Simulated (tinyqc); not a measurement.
Small-signal admittance of a forward-biased p+-n diode: effect of the hole lifetime.

Holes injected into a neutral base of width wb with an ohmic contact at its end; low injection, p0 far above the equilibrium density. A small voltage v exp(i w t), w = 2 pi f, modulates the edge density by p0 v/Vt, and the small-signal density obeys Dp d2p/dx2 = (1/tau + i w) p.

L = sqrt(Dp tau); direct current J = (q Dp p0/L) coth(wb/L); k = sqrt(1 + i w tau)/L; diffusion admittance Y = (q Dp p0/Vt) k coth(k wb) = G + i w C_diff; junction capacitance C_j = sqrt(q eps0 eps_r Nd/(2 Vr)) in the depletion approximation, with the remaining barrier Vr = Vt ln(Na/p0), a rough value under forward bias; base-width modulation is left out. Measured admittance 1/[Rs + 1/(Y + i w C_j)].

Values chosen for this exercise; permittivity close to that of silicon:
- T = 300 K (temperature)
- eps_r = 11.7 (relative permittivity)
- Nd = 1.7e16 cm^-3 (donor density of the base)
- Dp = 7.9 cm^2/s (hole diffusion coefficient)
- wb = 4.8 um (width of the neutral base)
- p0 = 4.6e12 cm^-3 (excess hole density at the junction edge)
- Na = 2e19 cm^-3 (acceptor density of the p+ side)
- Rs = 0.004 ohm cm^2 (series resistance)
- f = 5.2e6 Hz (signal frequency)

Constants: q = 1.602176634e-19 C, kB = 1.380649e-23 J/K, Vt = kB T/q, eps0 = 8.8541878128e-14 F/cm where lengths are in cm. Results are converted to the units shown.

The same in every row: C_j (uF/cm^2) = 0.059752.

Effect of the hole lifetime:
```
tau (s),w tau,G (S/cm^2),C_diff (uF/cm^2),measured G (S/cm^2),measured C (uF/cm^2),phase of the measured Y (degrees)
1e-8,0.32673,0.86034,0.0033078,0.87419,0.062623,66.865
5e-8,1.6336,0.56506,0.0042132,0.58114,0.063672,74.392
2e-7,6.5345,0.50080,0.0044499,0.51729,0.063941,76.092
1e-6,32.673,0.48306,0.0045179,0.49967,0.064017,76.564
5e-6,163.36,0.47948,0.0045318,0.49611,0.064033,76.660
2e-5,653.45,0.47881,0.0045344,0.49544,0.064036,76.678
0.0001,3267.3,0.47863,0.0045351,0.49526,0.064037,76.682
```

Read the table: what changes, and by how much?

As tau goes from 1e-8 to 0.0001, G falls from 0.860 to 0.479 S/cm^2, C_diff rises from 0.00331 to 0.00454 uF/cm^2 and the measured C rises from 0.0626 to 0.0640 uF/cm^2. C_diff stays below C_j.

Computed by the program tinyqc: `OMP_NUM_THREADS=1 python tinyqc.py 2890221 2890222 out.jsonl`, one thread of a shared Intel Xeon 2.30GHz, about 0.01 s for the whole run.
